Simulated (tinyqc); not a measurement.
Worked calculation: coherent potential approximation for a binary alloy with a semi-elliptic band. Values are carried at full precision from step to step, so a last printed digit may differ when a step is redone from the rounded ones.

Site levels eA = -x d (share 1 - x) and eB = (1 - x) d (share x), so that their mean, the virtual crystal, is 0. Pure band: G0(z) = 2 (z - sqrt(z - W) sqrt(z + W))/W^2 with principal roots, density -Im G/pi per site. The medium has a self-energy S(z), G = G0(z - S), z = E + i eta. t_i = (e_i - S)/(1 - (e_i - S) G); the CPA demands <t> = (1 - x) tA + x tB = 0. Iteration: start at S = 0, set S(new) = S + <t>/(1 + <t> G), stop when |<t>| < 1e-9 eV.

Constants: hbar = 6.58211957e-16 eV s.

Values chosen for the exercise: W = 1.5 eV (half width of the pure band); x = 0.14 (fraction of B); d = 0.33 eV (eB - eA); eta = 0.03 eV (broadening); E = 0.95 eV (energy).

## First step: the average t-matrix

With S = 0 form G, tA, tB, <t> and the new S.

eA, eB (eV): -0.0462  0.2838

G = 0.82263-1.00575i 1/eV

tA, tB (eV): -0.0444-0.0020i  0.3252-0.1211i

<t> = 0.0073-0.0187i eV
S after one step = 0.0078-0.0187i eV

## The self-consistent medium

Iterate.

Iterations:

| i | S (eV) | G (1/eV) | \|<t>\| (eV) |
|---|---|---|---|
| 0 | 0.00000 | 0.82263-1.00575i | 0.0200 |
| 1 | 0.00785-0.01872i | 0.80256-0.99569i | 0.000397 |
| 2 | 0.00822-0.01859i | 0.80235-0.99607i | 7.69e-06 |
| 3 | 0.00822-0.01858i | 0.80236-0.99607i | 1.49e-07 |
| 4 | 0.00822-0.01858i | 0.80236-0.99607i | 2.88e-09 |
| 5 | 0.00822-0.01858i | 0.80236-0.99607i | 5.58e-11 |

S = 0.00822-0.01858i eV
G = 0.80236-0.99607i 1/eV

Converged at i = 5. The first step gave 0.0078-0.0187i eV.

## Densities on A and B, and the lifetime

G_i = G/(1 - (e_i - S) G); densities -Im G_i/pi; their weighted sum must be -Im G/pi. Lifetime hbar/(2 |Im S|), which has a meaning only while |Im S| is small against W. Weak-scattering value of S: x (1 - x) d^2 G.

densities (1/eV): on A 0.2912, on B 0.4761, weighted sum 0.3171, medium 0.3171

lifetime = 17.7 fs
weak-scattering S = 0.0105-0.0131i eV

A B site carries the larger density here, by a factor 1.64; the weak-scattering value is 29 % from S.

## Checks

- Weighted sum of the partial densities against the density of the medium: both 0.31706.

tinyqc: `OMP_NUM_THREADS=1 python tinyqc.py 1482333 1482334 out.jsonl`; about 0.01 s, one thread, shared Intel(R) Xeon(R) Processor @ 2.30GHz.
